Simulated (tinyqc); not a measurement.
Worked calculation: bottom-up copper filling of a trench by curvature-enhanced accelerator coverage. Computed by tinyqc, a small Python program that keeps every step. Command: `OMP_NUM_THREADS=1 python tinyqc.py 3000454 3000455 out.jsonl superfill walk`. One thread of a shared host (Intel(R) Xeon(R) Processor @ 2.30GHz), about 0.06 s of CPU time with the checks. Intermediate numbers are printed to about 7 digits and carried at full precision; extremes and crossings named in words are read from the listed rows.

A rectangular trench keeps vertical walls and a flat floor. An accelerator floats on the surface; where area is lost in the corners it is passed on to the floor.

Inputs (values chosen for the exercise, close to those used for damascene copper plating):

| quantity | value | unit |
|---|---|---|
| trench width w | 420 | nm |
| aspect ratio h/w | 1.8 | - |
| exchange current of the suppressed surface i_0 | 0.012 | mA/cm^2 |
| exchange current of the accelerated surface i_1 | 3.4 | mA/cm^2 |
| transfer coefficient alpha | 0.37 | - |
| overpotential eta | 0.14 | V |
| starting coverage theta_0 | 0.024 | - |
| adsorption rate k_a | 0.00026 | 1/s |
| cupric ion concentration C | 0.73 | mol/l |
| diffusivity D | 6e-06 | cm^2/s |
| boundary layer delta | 65 | um |
| temperature T | 298 | K |

Constants: e = 1.602176634e-19 C; N_A = 6.02214076e+23 1/mol; k_B = 8.617333262e-05 eV/K.

## Velocities

Kinetic current i_k = [i_0 (1 - theta) + i_1 theta] exp(alpha eta/(k_B T)), limit i_L = 2 F D C/delta, i = 1/(1/i_k + 1/i_L); velocity v = i Omega/(2F), Omega = 7.11 cm^3/mol, F = e N_A. Depletion inside the trench is ignored.

limiting current i_L = 130.0325 mA/cm^2

velocity at theta = 0 = 0.03321241 nm/s

velocity at theta_0 = 0.2570522 nm/s

velocity at theta = 1 = 7.869897 nm/s

ratio v(1)/v(theta_0) = 30.61594

Without acceleration the walls meet when the floor has risen by w/2, so a seam-free fill needs a mean floor-to-wall speed ratio of at least 2 h/w = 3.6.

## First rates

At the start theta_b = theta_s = theta_0 and x = w/2: d theta_b/dt = k_a (1 - theta_0) + 2 theta_0 v/x (theta_b on the floor, theta_s on the walls, x the half width). At this initial relative rate the doubling time without adsorption would be x ln2/(2 v).

rate from adsorption = 2.537600e-04 1/s

rate from area loss = 5.875480e-05 1/s

doubling time = 283.1349 s

## Filling

Half width x, floor height y, depth h = aspect ratio x w. dx/dt = -v_s, dy/dt = v_b. d theta_b/dt = k_a (1 - theta_b) + [theta_s v_b + theta_b v_s]/x: the floor takes the accelerator of the wall it covers and keeps its own as it narrows. d theta_s/dt = k_a (1 - theta_s). theta_b is capped at 1. Integrate (tolerance 1e-9) until the walls meet (x = 0.02 w/2) or the floor passes the original mouth y = h. Start: x = w/2, y = 0, theta_b = theta_s = theta_0. Height filled = y/h, opening left = x/(w/2).

Course of the fill (nine evenly spaced times):

| t (s) | x (nm) | y (nm) | theta_b | theta_s | v_b/v_s |
|---|---|---|---|---|---|
| 0.0000 | 210.0000 | 0.0000 | 0.0240000 | 0.0240000 | 1.000000 |
| 39.9119 | 197.8732 | 12.7144 | 0.0377427 | 0.0340757 | 1.096699 |
| 79.8237 | 182.0472 | 31.1328 | 0.0553528 | 0.0440473 | 1.234854 |
| 119.7356 | 162.5742 | 57.1676 | 0.0801565 | 0.0539160 | 1.449325 |
| 159.6475 | 139.5058 | 94.4704 | 0.1193765 | 0.0636829 | 1.808993 |
| 199.5593 | 112.8923 | 150.7469 | 0.1917395 | 0.0733489 | 2.483004 |
| 239.4712 | 82.7836 | 245.2640 | 0.3603528 | 0.0829151 | 3.995479 |
| 279.3831 | 49.2284 | 442.0214 | 0.9651799 | 0.0923825 | 8.647795 |
| 319.2949 | 12.2747 | 756.0000 | 1 | 0.1017523 | 8.129542 |

time at the end = 319.2949 s

share of the height filled from the floor = 1

opening left, as a share of w = 0.05845086

The floor escapes with 6 % of the opening left: a seam-free fill, and the enriched floor will overshoot into a bump. Caution: real profiles develop slanted corners, and accelerator is consumed; both are left out.

## The window in starting coverage

The formulas are those given above.

Outcome:

| theta_0 | v(1)/v(theta_0) | height filled | opening left | time (s) |
|---|---|---|---|---|
| 0.001 | 184.8216 | 1.000000 | 0.04887308 | 396.8838 |
| 0.003 | 128.3680 | 1.000000 | 0.04936044 | 389.4921 |
| 0.010 | 62.0977 | 1.000000 | 0.05194721 | 364.5142 |
| 0.020 | 35.7900 | 1.000000 | 0.05665001 | 331.5276 |
| 0.050 | 15.8286 | 1.000000 | 0.06263207 | 253.5078 |
| 0.100 | 8.2643 | 1.000000 | 0.02116871 | 180.5137 |
| 0.200 | 4.2848 | 0.780032 | 0.02000000 | 106.5373 |
| 0.400 | 2.2426 | 0.528262 | 0.02000000 | 58.0448 |
| 0.800 | 1.2080 | 0.325358 | 0.02000000 | 31.5621 |

The fill succeeds for theta_0 from 0.001 to 0.1 among these rows, with the widest margin at 0.05. Too much speeds the walls as well and removes the contrast.

Checks made by the program: wall coverage against its closed form (relative difference below 1e-10).
